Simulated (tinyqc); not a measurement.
Raising U: Hubbard chain of 4 sites, mean field against exact. Computed by the program tinyqc. 

one-body matrix (hopping and site energies) (eV):
```
         1        2        3        4
1   0.0000  -1.6000   0.0000   0.0000
2  -1.6000   0.0000  -1.6000   0.0000
3   0.0000  -1.6000   0.0000  -1.6000
4   0.0000   0.0000  -1.6000   0.0000
```

electrons, up and down: 2  2

Collinear unrestricted mean field (the lowest of 40 random starts) against exact diagonalisation.

Exact and mean-field results (eV):
```
U            U/t    E exact  E mean field  mean |n_up - n_down|  double occupancy, exact  first gap in the sector
0.8000    0.5000  -6.396934     -6.355418                0.0000                   0.2241                   1.7557
1.6000    1.0000  -5.720585     -5.555418                0.0000                   0.1988                   1.5658
3.2000    2.0000  -4.601508     -3.995260                0.3935                   0.1521                   1.2621
4.8000    3.0000  -3.755882     -2.947188                0.6966                   0.1138                   1.0350
6.4000    4.0000  -3.125032     -2.294914                0.8199                   0.0849                   0.8644
9.6000    6.0000  -2.291097     -1.569603                0.9177                   0.0494                   0.6361
12.8000   8.0000  -1.787476     -1.187312                0.9534                   0.0312                   0.4970
19.2000  12.0000  -1.228909     -0.796271                0.9792                   0.0152                   0.3420
32.0000  20.0000  -0.749792     -0.479198                0.9925                   0.0057                   0.2088
```

In absolute terms mean field is worst at U/t = 4.0, 0.830 eV too high: at small U it is nearly exact, and at large U it misses only exchange-scale energies. Its local moments set in at U/t = 2.0 of those listed, a broken symmetry that the exact state of a finite cluster with equal spins does not have. Relative to the exact energy its error is 0.6 % at the smallest U, 36 % at most and 36 % at the largest. The double occupancy falls from 0.224 to 0.006; at the largest U the first gap is 0.65 times the exchange scale 4t^2/U.
